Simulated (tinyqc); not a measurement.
Comparisons within one model: buckled dimers of a reconstructed (001) surface, two dangling bonds a dimer. A value that a table varies takes the place of the one given here.

In a dimer one atom moves up by z and the other down by z; the dangling bond of the up atom (more s-like) falls by gm z and that of the down atom rises by gm z. With all dimers tilted alike: H(k) = [[-gm z - 2 ta cos k, -tp - 2 tx cos k], [., gm z - 2 ta cos k]], k along the row in 1/a. Two electrons a dimer fill the lowest N of the 2N levels on the mesh k_j = (j + 1/2) pi/N. Total energy a dimer: W(z) = (2/N) sum of the filled levels + kf z^2. Repulsion between electrons is left out.

Inputs chosen for the exercise (of the size met on Si(001); not measured data): tp = 0.31 eV (pi coupling inside a dimer); ta = 0.12 eV (coupling between like atoms along the row); tx = 0.01 eV (diagonal coupling along the row); gm = 2.31 eV/angstrom (shift of a dangling bond with height); kf = 7.6 eV/angstrom^2 (force constant of buckling); N = 16 (k points).

## Energy against buckling

W relative to z = 0; gap as lowest upper less highest lower level on 201 points from 0 to pi.

Per dimer (eV):

| z (angstrom) | band energy | elastic | W | gap |
|---|---|---|---|---|
| 0.00 | 0.0000 | 0.0000 | 0.0000 | 0.1400 |
| 0.05 | -0.0417 | 0.0190 | -0.0227 | 0.1818 |
| 0.10 | -0.1534 | 0.0760 | -0.0774 | 0.2936 |
| 0.15 | -0.3101 | 0.1710 | -0.1391 | 0.4503 |
| 0.20 | -0.4930 | 0.3040 | -0.1890 | 0.6332 |
| 0.30 | -0.8986 | 0.6840 | -0.2146 | 1.0388 |
| 0.40 | -1.3294 | 1.2160 | -0.1134 | 1.4696 |
| 0.50 | -1.7719 | 1.9000 | 0.1281 | 1.9121 |
| 0.60 | -2.2206 | 2.7360 | 0.5154 | 2.3608 |

W is lowest at z = 0.3 among these rows (-0.2146 eV). The band energy falls as z^2 at first and linearly, as -2 gm z, once gm z is far above tp, so the elastic term always wins at large z. The gap is open at all z.

## Strong pi bonds keep dimers flat

tp is varied; z minimises W on 0 to 1 angstrom; gap on 201 points; charge moved: the mean of gm z/sqrt((gm z)^2 + h^2) over the mesh, h the off-diagonal element.

Against tp:

| tp (eV) | z (angstrom) | gain (eV) | gap (eV) | charge moved (e) |
|---|---|---|---|---|
| 0.10 | 0.3008 | 0.3839 | 0.9245 | 0.990 |
| 0.20 | 0.2913 | 0.3393 | 0.9245 | 0.958 |
| 0.30 | 0.2748 | 0.2305 | 0.9246 | 0.904 |
| 0.45 | 0.2333 | 0.0907 | 0.9246 | 0.768 |
| 0.60 | 0.1580 | 0.0149 | 0.9247 | 0.520 |
| 0.80 | 0.0000 | 0.0000 | 1.1200 | 0.000 |
| 1.00 | 0.0000 | 0.0000 | 1.5200 | 0.000 |
| 1.30 | 0.0000 | 0.0000 | 2.1200 | 0.000 |
| 1.60 | 0.0000 | 0.0000 | 2.7200 | 0.000 |

Dimers buckle for tp up to 0.6 eV among these rows; for an isolated dimer the limit is gm^2/kf = 0.702 eV. While buckled, the splitting, on average over k, stays near 2 gm^2/kf = 1.404 eV whatever tp is, and beyond the limit it follows 2 tp; the gap is smaller by the width of the bands, about 4 ta = 0.48 eV.

## Tilting alike or in alternation

Alternation doubles the cell: sites L1, R1, L2, R2 with levels -gm z, +gm z, +gm z, -gm z, -tp inside a dimer, -2 ta cos k between L1-L2 and R1-R2, -2 tx cos k between L1-R2 and R1-L2, on k_j = (j + 1/2) pi/(2N); the lowest half of the levels is filled. Energies a dimer; gaps on these meshes.

Two patterns:

| z (angstrom) | W alike (eV) | W alternating (eV) | difference (meV) | gap alike (eV) | gap alternating (eV) |
|---|---|---|---|---|---|
| 0.05 | -0.6427 | -0.6582 | -15.5 | 0.1841 | 0.2704 |
| 0.10 | -0.6974 | -0.7281 | -30.7 | 0.2959 | 0.4829 |
| 0.15 | -0.7591 | -0.7951 | -36.0 | 0.4526 | 0.7071 |
| 0.20 | -0.8090 | -0.8450 | -36.0 | 0.6355 | 0.9346 |
| 0.30 | -0.8346 | -0.8658 | -31.3 | 1.0411 | 1.3931 |
| 0.40 | -0.7334 | -0.7596 | -26.2 | 1.4719 | 1.8533 |
| 0.50 | -0.4919 | -0.5141 | -22.2 | 1.9144 | 2.3140 |

The lowest W listed is -0.8346 eV for like tilts and -0.8658 eV for alternation; the difference at equal z runs from -36.0 to -15.5 meV. With alternation ta joins filled up atoms to empty down atoms and gains energy in second order, about 2 ta^2/(gm z) a dimer at large z, while tx does so for like tilts; here ta = 0.12 and tx = 0.01 eV. At z = 0.3 the gap is 1.041 eV alike and 1.393 eV alternating.

## What each parameter does

z minimises W on 0 to 1 angstrom; gain over flat dimers; gap on 201 points from 0 to pi. Each row changes one parameter from the base and keeps the others.

Results:

| case | z (angstrom) | gain (eV) | gap (eV) |
|---|---|---|---|
| base | 0.2727 | 0.2192 | 0.9246 |
| tp = 0.264 eV | 0.2816 | 0.2736 | 0.9246 |
| ta = 0.15 eV | 0.2727 | 0.2192 | 0.8046 |
| tx = 0.04 eV | 0.2723 | 0.2227 | 0.9297 |
| gm = 2.495 eV/angstrom | 0.3038 | 0.3166 | 1.1584 |
| kf = 6.84 eV/angstrom^2 | 0.3099 | 0.2835 | 1.0806 |

The largest shifts from the base row, up to three for each result and ties (the steps differ in size, so this ranks the rows, not the parameters). z (angstrom): kf +0.0372, gm +0.0312, tp +0.0089; unchanged at the printed digits by ta. gain (eV): gm +0.0974, kf +0.0643, tp +0.0544; unchanged at the printed digits by ta. gap (eV): gm +0.2339, kf +0.1560, ta -0.1200; unchanged at the printed digits by tp.

Program tinyqc; command `OMP_NUM_THREADS=1 python tinyqc.py 1480046 1480047 out.jsonl`; about 0.04 s on one thread of a shared Intel(R) Xeon(R) Processor @ 2.30GHz.
